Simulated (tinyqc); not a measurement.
Worked calculation: coupled-perturbed Hartree-Fock on RHF in the sto-3g basis, for H2, spin multiplicity 1. One step of it, computed by the program tinyqc.

Problem. Coupled step 1. U_ai = -(mu_ai + sum_bj [4 (ai|bj) - (ab|ij) - (aj|bi)] U_bj) / (e_a - e_i); alpha = -4 sum U_ai mu_ai.

uncoupled U:
```
          i1
a2  0.613030
```

dipole integrals <a|z|i> (bohr):
```
           i1
a2  -0.873599
```

orbital energies (hartree): MO1 -0.626778, MO2 0.798272

Two-electron integrals over orbitals (pq|rs), unique and non-zero (hartree):
```
(11|11) 0.695691   (21|21) 0.175272   (22|11) 0.683311   (22|22) 0.718574
```

Give: U after step 1; polarisability.

Solution.

U after step 1:
```
        i1
a2  0.6808
```

polarisability = 2.3789 bohr^3
